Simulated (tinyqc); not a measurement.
What each parameter does: shallow acceptor in the spherical four-band model.

Units Ry* = Ry/(g1 eps^2) and a* = a0 eps g1; mu = (6 g3 + 4 g2)/(5 g1) is the spherical heavy-light coupling and delta = (g3 - g2)/g1 the cubic term, which is left out.

The ground state 1S3/2 has an L = 0 part f(r) and an L = 2 part g(r). In units of Ry* and a*, with Gaussians f_i = exp(-a_i r^2), g_i = r^2 exp(-a_i r^2), A = a_i + a_j and I(n) = Gamma((n + 1)/2)/(2 A^((n + 1)/2)): S_ff = I(2), S_gg = I(6), H_ff = (6 a_i a_j/A) I(2) - 2 I(1), H_gg = (14 a_i a_j/A) I(6) - 2 I(5), H_fg = -mu [15 I(2) - 20 a_j I(4) + 4 a_j^2 I(6)]; each function is then normalised. The split-off band is left out.

Converged values use 22 exponents 2.2^i, i = -7 to 14, for f and for g.
Constants: Ry = 13.60569312 eV; a0 (Bohr radius) = 0.5291772105 angstrom.

Parameters, chosen for this exercise (near those of a shallow acceptor in Si, where the small spin-orbit splitting and strong warping make this model rough; not measured data):
```
symbol  value  unit  meaning
g1      4.23         Luttinger gamma1
g2      0.34         gamma2
g3      1.45         gamma3
eps     11.6         dielectric constant
```

Converged values.

Results for these values:
```
case     mu  Ry* (meV)  binding (meV)  <r> (angstrom)
base  0.476      23.90          30.17            31.9
```

What happens to each result for g1 = 4.57, all else kept?

Answer: mu falls from 0.476 to 0.440; Ry* falls from 23.90 to 22.13; binding falls from 30.17 to 26.89; <r> rises from 31.9 to 35.6.

The same for each parameter in turn:
```
case           mu  Ry* (meV)  binding (meV)  <r> (angstrom)
base        0.476      23.90          30.17            31.9
g1 = 4.57   0.440      22.13          26.89            35.6
g2 = 0.29   0.466      23.90          29.85            32.2
g3 = 1.33   0.442      23.90          29.09            33.0
eps = 12.5  0.476      20.59          25.98            34.4
```

g1 acts twice: it lowers Ry* and it lowers mu.

Run: tinyqc, `OMP_NUM_THREADS=1 python tinyqc.py 1252744 1252745 out.jsonl`; Intel(R) Xeon(R) Processor @ 2.30GHz, one thread, shared host; about 0.05 s of CPU time with all checks.
